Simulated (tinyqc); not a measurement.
From one set of inputs to another, one input at a time: equilibrium crystal shape, supported particles, Gibbs-Thomson effect and coarsening. Computed by tinyqc, a small Python program. Command: `OMP_NUM_THREADS=1 python tinyqc.py 3028119 3028120 out.jsonl wulff ladder`. One thread of a shared host (Intel(R) Xeon(R) Processor @ 2.30GHz), about 0.1 s of CPU time with the checks.

A cubic crystal bounded by {100}, {110} and {111} facets only.

The inputs printed are set A. Inputs not listed in the table keep their values of set A, so the rows need not describe a real material.

Inputs (values chosen for the exercise, for a model metal):

| quantity | value | unit |
|---|---|---|
| lattice constant a | 3.53 | angstrom |
| first-neighbour bond energy e1 | 0.371 | eV |
| second-neighbour bond energy e2 | 0.09 | eV |
| atoms in the particle N | 6900 | - |
| work of adhesion W_a | 1 | J/m^2 |
| temperature T | 525 | K |

Surface energies: broken bonds, bcc.

Constants: 1 eV/angstrom^2 = 16.02176634 J/m^2; e = 1.602176634e-19 C; k_B = 8.617333262e-05 eV/K.

Method:
- A cut with normal n breaks sum_R |R.n|/(2 Omega) bonds per area (R over all neighbours of a shell) and makes two surfaces: gamma = sum over shells e_s sum_R |R.n|/(4 Omega). bcc: 8 neighbours a/2 (1,1,1), 6 at a (1,0,0), Omega = a^3/2.
- Wulff construction: the facet planes lie at distances lambda gamma from the centre, and the shape is the region inside all of them; V = (1/3) sum of area x distance. gamma_mean = sum A gamma / sum A; shape factor eta = A/V^(2/3) (4.836 for a sphere). lambda follows from V = N Omega.
- For the Wulff shape mu - mu(bulk) = 2 Omega gamma/h, with gamma and h = lambda gamma the energy and distance of any one facet plane, here (111); the vapour pressure rises by exp[(mu - mu(bulk))/(k_B T)].
- Winterbottom: the particle sits on its largest facet family, {110}, with energy gamma_f; the substrate plane cuts the shape at the distance lambda (gamma_f - W_a) below the centre. Height over that of the free particle at the same lambda = (2 gamma_f - W_a)/(2 gamma_f). An isotropic particle with gamma_mean has cos(theta) = W_a/gamma_mean - 1 (Young-Dupre); a film dewets into particles whenever W_a < 2 gamma.

Each row keeps all changes above it:

| input moved | from | to | mu - mu(bulk) (meV) | pressure ratio | relative height |
|---|---|---|---|---|---|
| set A | - | - | 76.78 | 5.459 | 0.4035 |
| atoms in the particle N | 6900 | 12000 | 63.85 | 4.101 | 0.4035 |
| second-neighbour bond energy e2 (eV) | 0.09 | 0.18 | 75.96 | 5.360 | 0.5010 |
| temperature T (K) | 525 | 675 | 75.96 | 3.691 | 0.5010 |
| first-neighbour bond energy e1 (eV) | 0.371 | 0.455 | 87.72 | 4.518 | 0.5670 |
| lattice constant a (angstrom) | 3.53 | 4.24 | 87.72 | 4.518 | 0.3753 |
| work of adhesion W_a (J/m^2) | 1 | 0.67 | 87.72 | 4.518 | 0.5814 |

Which inputs carry the difference?

mu - mu(bulk) goes from 76.8 to 87.7, a factor 1.14 in all. The largest single move comes from atoms in the particle N (a factor 0.832), but it runs against the net change; the largest move in the direction of the net change is second-neighbour bond energy e2 (a factor 1.19). Pressure ratio goes from 5.46 to 4.52, a factor 0.828 in all. The largest single move comes from temperature T (a factor 0.689), and second-neighbour bond energy e2 works against it (a factor 1.31). Relative height goes from 0.404 to 0.581, a factor 1.44 in all. The largest single move comes from work of adhesion W_a (a factor 1.55), and lattice constant a works against it (a factor 0.662). The single moves hold for this order of the switches; the total does not depend on the order.

Extremes, crossings and ranges named in words are read from the listed rows.
